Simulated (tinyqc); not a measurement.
Comparisons within one model: linear model of a band gap against the share of exact exchange. A value that a table varies takes the place of the one given here.

E(alpha) = E0 + S alpha. A wider gap screens less, modelled in the Penn form eps(alpha) = 1 + (e0 - 1)(EP/(EP + S alpha))^2 with a scale EP chosen for the exercise. A dielectric-dependent hybrid takes alpha = 1/eps.

Parameters, chosen for this exercise (of the order of those of SiO2; shifted at random, so the results belong to these values and not to a real crystal): E0 = 5.43 eV (gap of the semi-local functional); S = 9.78 eV (slope dE/d(alpha)); e0 = 2.48 (optical dielectric constant at alpha = 0); EP = 30.9 eV (energy scale of the screening); Et = 8.94 eV (target gap).

## Sweep of alpha

Also the exciton scale relative to alpha = 0, (m/m(0))(eps(0)/eps)^2, with a mass proportional to E + D, D = E0/2 + 0.3 eV, a k.p rule for direct gaps only.

Results:

| alpha | E (eV) | eps | alpha eps | exciton scale |
|---|---|---|---|---|
| 0.00 | 5.430 | 2.480 | 0.000 | 1.00 |
| 0.05 | 5.919 | 2.434 | 0.122 | 1.10 |
| 0.10 | 6.408 | 2.391 | 0.239 | 1.20 |
| 0.15 | 6.897 | 2.349 | 0.352 | 1.31 |
| 0.20 | 7.386 | 2.309 | 0.462 | 1.42 |
| 0.25 | 7.875 | 2.271 | 0.568 | 1.54 |
| 0.35 | 8.853 | 2.200 | 0.770 | 1.79 |
| 0.50 | 10.320 | 2.103 | 1.052 | 2.20 |

alpha eps reaches 1 between alpha = 0.35 and 0.5 (fixed point 0.472), and the target gap is met between 0.35 and 0.5. At the fixed point the gap is 10.04 eV, +1.10 eV from the target. From 0 to 0.25 the gap grows by 2.45 eV while eps falls by 8 %; the exciton scale, which takes both, grows by a factor of 1.54.

## What each parameter does

Fixed point alpha = 1/eps(alpha), gap and eps there. Each row changes one parameter from the base and keeps the others.

Results:

| case | alpha | E (eV) | eps |
|---|---|---|---|
| base | 0.4716 | 10.042 | 2.121 |
| E0 = 4.887 eV | 0.4716 | 9.499 | 2.121 |
| S = 8.802 eV | 0.4641 | 9.515 | 2.155 |
| e0 = 2.728 | 0.4272 | 9.608 | 2.341 |
| EP = 27.81 eV | 0.4800 | 10.124 | 2.083 |

The largest shifts from the base row, up to three for each result and ties (the steps differ in size, so this ranks the rows, not the parameters). alpha: e0 -0.0444, EP +0.0084, S -0.0074; unchanged at the printed digits by E0. E (eV): E0 -0.543, S -0.527, e0 -0.434. eps: e0 +0.220, EP -0.037, S +0.034; unchanged at the printed digits by E0.

tinyqc: `OMP_NUM_THREADS=1 python tinyqc.py 1850041 1850042 out.jsonl`; about 0.01 s, one thread, shared Intel(R) Xeon(R) Processor @ 2.30GHz.
